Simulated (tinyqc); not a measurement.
G0W0 on RHF in the sto-3g basis, for BeH2, spin multiplicity 1, step by step. One step of it, computed by the program tinyqc.

Problem. Screening: direct RPA. With D = e_a - e_i and K = (ia|jb): diagonalise D^(1/2) (D + 4K) D^(1/2) = Z w^2 Z^T; X + Y = D^(1/2) Z w^(-1/2), each column of Z with its largest component positive (the first on a tie); E_c = (sum w - tr (D + 2K)) / 2.

orbital energies (hartree): MO1 -4.523983, MO2 -0.443059, MO3 -0.403199, MO4 0.208876, MO5 0.213290, MO6 0.431890, MO7 0.837734

Two-electron integrals over orbitals (pq|rs), unique and non-zero (hartree):
```
(11|11) 2.271601    (21|11) -0.193209   (21|21) 0.025283    (22|11) 0.475790
(22|21) -0.006196   (22|22) 0.390076    (31|31) 0.005597    (32|31) 0.012830
(32|32) 0.162240    (33|11) 0.443791    (33|21) -0.002595   (33|22) 0.402571
(33|33) 0.425613    (41|11) 0.037970    (41|21) -0.004558   (41|22) 0.003144
(41|33) 0.001803    (41|41) 0.016220    (42|11) -0.016471   (42|21) 0.001515
(42|22) 0.009249    (42|33) 0.009601    (42|41) 0.014456    (42|42) 0.048571
(43|31) -0.000109   (43|32) 0.011556    (43|43) 0.015124    (44|11) 0.566799
(44|21) -0.007891   (44|22) 0.361420    (44|33) 0.348265    (44|41) -0.004819
(44|42) -0.023587   (44|44) 0.452774    (51|51) 0.015762    (52|51) 0.015113
(52|52) 0.048497    (53|53) 0.013817    (54|51) -0.003151   (54|52) -0.008299
(54|54) 0.025441    (55|11) 0.569178    (55|21) -0.007693   (55|22) 0.363258
(55|33) 0.348769    (55|41) 0.001247    (55|42) -0.007816   (55|44) 0.400553
(55|55) 0.449859    (61|11) -0.183947   (61|21) 0.024764    (61|22) -0.005952
(61|33) -0.003345   (61|41) -0.001921   (61|42) 0.003574    (61|44) -0.006258
(61|55) -0.005032   (61|61) 0.024846    (62|11) 0.120873    (62|21) -0.006232
(62|22) -0.019384   (62|33) -0.043551   (62|41) 0.003463    (62|42) -0.003209
(62|44) 0.053452    (62|55) 0.057754    (62|61) -0.003966   (62|62) 0.079367
(63|31) -0.001673   (63|32) -0.092580   (63|43) -0.009543   (63|63) 0.083182
(64|11) 0.016221    (64|21) 0.000353    (64|22) 0.003025    (64|33) -0.002789
(64|41) 0.014836    (64|42) 0.041384    (64|44) -0.004018   (64|55) 0.005954
(64|61) 0.003040    (64|62) 0.018914    (64|64) 0.045650    (65|51) 0.016070
(65|52) 0.046425    (65|54) -0.005552   (65|65) 0.049393    (66|11) 0.474219
(66|21) -0.006537   (66|22) 0.391686    (66|33) 0.401287    (66|41) 0.007643
(66|42) 0.022998    (66|44) 0.357443    (66|55) 0.363209    (66|61) -0.005001
(66|62) -0.026974   (66|64) 0.014175    (66|66) 0.412638    (71|31) 0.010518
(71|32) 0.019352    (71|43) -0.000586   (71|63) -0.001143   (71|71) 0.020059
(72|31) 0.003940    (72|32) -0.042412   (72|43) -0.010441   (72|63) 0.060773
(72|71) 0.007744    (72|72) 0.056683    (73|11) 0.143956    (73|21) -0.004652
(73|22) -0.003662   (73|33) -0.019482   (73|41) -0.000333   (73|42) -0.014849
(73|44) 0.063204    (73|55) 0.063392    (73|61) -0.003603   (73|62) 0.073552
(73|64) 0.007919    (73|66) -0.023939   (73|73) 0.084324    (74|31) -0.002480
(74|32) -0.024959   (74|43) 0.011876    (74|63) 0.014941    (74|71) -0.004164
(74|72) 0.004055    (74|74) 0.020928    (75|53) 0.013556    (75|75) 0.016691
(76|31) 0.010369    (76|32) 0.139173    (76|43) 0.012881    (76|63) -0.091659
(76|71) 0.015938    (76|72) -0.052419   (76|74) -0.021254   (76|76) 0.134872
(77|11) 0.564795    (77|21) -0.008418   (77|22) 0.416822    (77|33) 0.434779
(77|41) 0.001034    (77|42) 0.001997    (77|44) 0.387107    (77|55) 0.385822
(77|61) -0.008272   (77|62) -0.029186   (77|64) -0.005796   (77|66) 0.425080
(77|73) -0.004510   (77|77) 0.474441
```

Give: D^(1/2) (D + 4K) D^(1/2); excitation energies w; X + Y; RPA correlation energy.

Solution.

D^(1/2) (D + 4K) D^(1/2) (hartree^2):
```
        1>4     1>5     1>6     1>7     2>4    2>5     2>6     2>7
1>4  22.707   0.000  -0.037   0.000   0.102  0.000   0.028   0.000
1>5   0.000  22.740   0.000   0.000   0.000  0.107   0.000   0.000
1>6  -0.037   0.000  25.053   0.000   0.026  0.000  -0.033   0.000
1>7   0.000   0.000   0.000  29.178   0.000  0.000   0.000   0.081
2>4   0.102   0.000   0.026   0.000   0.552  0.000  -0.010   0.000
2>5   0.000   0.107   0.000   0.000   0.000  0.558   0.000   0.000
2>6   0.028   0.000  -0.033   0.000  -0.010  0.000   1.043   0.000
2>7   0.000   0.000   0.000   0.081   0.000  0.000   0.000   1.931
3>4   0.000   0.000   0.000  -0.004   0.000  0.000   0.000  -0.037
3>5   0.000   0.000   0.000   0.000   0.000  0.000   0.000   0.000
3>6   0.000   0.000   0.000  -0.010   0.000  0.000   0.000   0.251
3>7  -0.003   0.000  -0.036   0.000  -0.053  0.000   0.307   0.000

        3>4    3>5     3>6     3>7
1>4   0.000  0.000   0.000  -0.003
1>5   0.000  0.000   0.000   0.000
1>6   0.000  0.000   0.000  -0.036
1>7  -0.004  0.000  -0.010   0.000
2>4   0.000  0.000   0.000  -0.053
2>5   0.000  0.000   0.000   0.000
2>6   0.000  0.000   0.000   0.307
2>7  -0.037  0.000   0.251   0.000
3>4   0.412  0.000  -0.027   0.000
3>5   0.000  0.414   0.000   0.000
3>6  -0.027  0.000   0.975   0.000
3>7   0.000  0.000   0.000   1.958
```

excitation energies w (hartree): 0.640  0.644  0.741  0.747  0.956  0.975  1.412  1.433  4.765  4.769  5.005  5.402

X + Y:
```
         1      2       3       4       5       6       7       8
1>4  0.000  0.000  -0.012   0.000   0.000  -0.003   0.000   0.000
1>5  0.000  0.000   0.000  -0.012   0.000   0.000   0.000   0.000
1>6  0.000  0.000  -0.003   0.000   0.000   0.002   0.000   0.004
1>7  0.000  0.000   0.000   0.000   0.002   0.000  -0.005   0.000
2>4  0.000  0.000   0.937   0.000   0.000   0.013   0.000  -0.024
2>5  0.000  0.000   0.000   0.938   0.000   0.000   0.000   0.000
2>6  0.000  0.000  -0.005   0.000   0.000   0.907   0.000   0.227
2>7  0.025  0.000   0.000   0.000  -0.279   0.000   0.924   0.000
3>4  0.977  0.000   0.000   0.000  -0.028   0.000  -0.018   0.000
3>5  0.000  0.979   0.000   0.000   0.000   0.000   0.000   0.000
3>6  0.046  0.000   0.000   0.000   0.907   0.000   0.185   0.000
3>7  0.000  0.000   0.050   0.000   0.000  -0.327   0.000   0.890

         9     10      11     12
1>4  0.996  0.000  -0.015  0.000
1>5  0.000  0.997   0.000  0.000
1>6  0.016  0.000   0.995  0.000
1>7  0.000  0.000   0.000  0.996
2>4  0.002  0.000   0.000  0.000
2>5  0.000  0.002   0.000  0.000
2>6  0.001  0.000  -0.001  0.000
2>7  0.000  0.000   0.000  0.001
3>4  0.000  0.000   0.000  0.000
3>5  0.000  0.000   0.000  0.000
3>6  0.000  0.000   0.000  0.000
3>7  0.000  0.000  -0.001  0.000
```

RPA correlation energy = -0.04049 hartree
